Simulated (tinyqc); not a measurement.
CCSD on RHF in the 3-21g basis, for H2, spin multiplicity 1, step by step. One step of it, computed by the program tinyqc.

Question. Iteration 5 (converged): orbitals. Diagonalise F' = X^T F X, C = X C', fill 1 alpha and 1 beta electrons from the bottom; D = 2 C_occ C_occ^T. Each column has its largest component positive (the first on a tie).

converged F (hartree), lower triangle:
```
           1H 1s      1H 2s      2H 1s      2H 2s
1H 1s   0.243671
1H 2s  -0.396067  -0.297733
2H 1s  -0.344604  -0.376585   0.243671
2H 2s  -0.376585  -0.360619  -0.396067  -0.297733
```

X, lower triangle:
```
           1H 1s      1H 2s      2H 1s     2H 2s
1H 1s   1.239178
1H 2s  -0.483903   1.540862
2H 1s   0.006354   0.022643   1.239178
2H 2s   0.022643  -0.544440  -0.483903  1.540862
```

Give: F' = X^T F X; orbital energies; coefficients C; D after iteration 5.

Answer.

F' = X^T F X (hartree), lower triangle:
```
         1        2        3       4
1   0.7629
2  -0.6258   0.2503
3  -0.1717  -0.1369   0.7629
4  -0.1369  -0.2152  -0.6258  0.2503
```

orbital energies (hartree): MO1 -0.4987, MO2 0.1579, MO3 1.1250, MO4 1.2423

coefficients C:
```
          MO1      MO2      MO3      MO4
1H 1s  0.2378   0.1612   0.9086  -0.9286
1H 2s  0.3902   1.0571  -0.6712   1.0886
2H 1s  0.2378  -0.1612   0.9086   0.9286
2H 2s  0.3902  -1.0571  -0.6712  -1.0886
```

D after iteration 5, lower triangle:
```
        1H 1s   1H 2s   2H 1s   2H 2s
1H 1s  0.1131
1H 2s  0.1856  0.3046
2H 1s  0.1131  0.1856  0.1131
2H 2s  0.1856  0.3046  0.1856  0.3046
```
